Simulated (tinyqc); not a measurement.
Rutherford backscattering from a thin compound film on silicon: kinematics, yields, composition and thickness: one step, computed by the program tinyqc.

Singly charged helium ions (Z1 = 2, M1 = 4.0026 u) enter at the tilt angle a1 to the normal and leave at a2 = |180 - theta - tilt| in the same plane. The film is A B_x.

Problem. Yields. Rutherford cross section in the laboratory frame: sigma = (Z1 Z e^2/(4 pi eps_0 4E))^2 (4/sin^4 theta) (r + cos theta)^2/r, r = sqrt(1 - (M1 sin theta/M)^2), times the screening factor 1 - 0.049 Z1 Z^(4/3)/E (E in keV); 1 angstrom^2 = 1e8 barn. Counts = (charge/e) x solid angle x sigma(E_mean) x areal density of the element/cos a1, E_mean = E0 - half the energy lost on the way in; 1 barn = 1e-24 cm^2. The ratio of areas returns x = (Y_B/Y_A)(sigma_A/sigma_B), with the counting error sqrt(1/Y_A + 1/Y_B).

Inputs (values chosen for the exercise, modelled on a helium beam on HfO2): beam energy E0 = 2.4 MeV; scattering angle theta = 170 degrees; tilt of the sample = 0 degrees; heavy element: Z_A = 72; heavy element: mass M_A = 178.5 u; light element: Z_B = 8; light element: mass M_B = 16 u; atoms of B per atom of A, x = 1.99; collected charge = 22 microcoulomb; detector solid angle = 4.2 msr.

energy lost on the way in = 38.49055 keV

areal density N d = 664 1e15 atoms/cm^2

Constants: e^2/(4 pi eps_0) = 14.39964548 eV angstrom; e = 1.602176634e-19 C.

Give: cross sections; counts; ratio of areas Y_B/Y_A; counting error of x without background.

Solution.

cross sections (barn/sr): A 4.750, B 0.052

counts: A 6.083e+05, B 1.333e+04

ratio of areas Y_B/Y_A = 0.02191

counting error of x without background = 0.8757 %

The cross sections differ by 90.8, near (Z_A/Z_B)^2 = 81.0. The signal of B lies below the silicon edge, on the substrate background, so its real error is larger unless the substrate is channelled.
